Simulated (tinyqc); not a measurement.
## Stability and critical current from long pulses

Inverse problem. For long pulses a magnetic tunnel junction switches at I = Ic0 [1 - ln(tp/t0)/Delta]. Find Ic0 and Delta.

Parameters, values chosen for the exercise:
```
symbol  value  unit       meaning
t0          1    ns  attempt time
```

switching current for pulses of 0.0001 and 0.01 s (uA): 7.7116553  6.7916848

Solution. I is linear in ln tp: it equals Ic0 at tp = t0, and the slope is -Ic0/Delta.

Ic0 = 10.0 uA
Delta = 50.1

tinyqc, about 0.01 s, one thread, Intel Xeon 2.30GHz (shared host): `OMP_NUM_THREADS=1 python tinyqc.py 2450015 2450016 out.jsonl`
